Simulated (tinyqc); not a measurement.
Schottky barrier with interface states (Cowley-Sze model), image lowering and contact resistance: one step, computed by the program tinyqc. Command: `OMP_NUM_THREADS=1 python tinyqc.py 3005126 3005127 out.jsonl pinning walk`. One thread of a shared host (Intel(R) Xeon(R) Processor @ 2.30GHz), about 0.01 s of CPU time with the checks.

An n-type semiconductor under a metal. The barrier lies between the Schottky-Mott limit phi_M - chi and the Bardeen limit E_g - E_n, E_n being the neutrality level of the interface states; the space-charge term of the full Cowley-Sze expression is left out.

Question. Depletion layer and image lowering under reverse bias. N_c = 2 M_c (2 pi m_e k_B T/h^2)^(3/2); xi = E_c - E_F solves N = N_c F_1/2(-xi/k_B T) (bisection; full ionisation). F_1/2(eta) = (2/sqrt(pi)) int_0^infinity sqrt(x)/(1 + exp(x - eta)) dx, by the trapezoid rule in t = sqrt(x) with step 0.02 up to t = 12 (for eta < -12 by exp(eta) - exp(2 eta)/2^(3/2)). V_bi = phi_B - xi; W = sqrt(2 eps_s eps_0 (V_bi + V_r - k_B T/e)/(e N)); field at the metal E_m = e N W/(eps_s eps_0); image lowering sqrt(e E_m/(4 pi eps_s eps_0)).

Inputs (values chosen for the exercise, with gap, mass and screening modelled on GaP):
```
quantity                     value   unit
dielectric constant eps_s     11.4      -
electron mass m_e            0.485    m_0
valleys M_c                      3      -
donor density N            5.4e+15  cm^-3
temperature T                  200      K
reverse bias V_r               2.8      V
```

Pinning factor from: interface states.

barrier phi_B = 0.8844809 eV

Constants: k_B = 8.617333262e-05 eV/K; m_0 = 9.1093837015e-31 kg; k_B = 1.380649e-23 J/K; h = 6.62607015e-34 J s; eps_0 = 8.8541878128e-12 F/m; e = 1.602176634e-19 C.

Give: N_c; xi; built-in voltage V_bi; depletion width W; field E_m; image lowering.

Answer.

N_c = 1.384e+19 cm^-3

xi = 0.1353 eV

built-in voltage V_bi = 0.7492 V

depletion width W = 907.8 nm

field E_m = 77812 V/cm

image lowering = 0.03135 eV
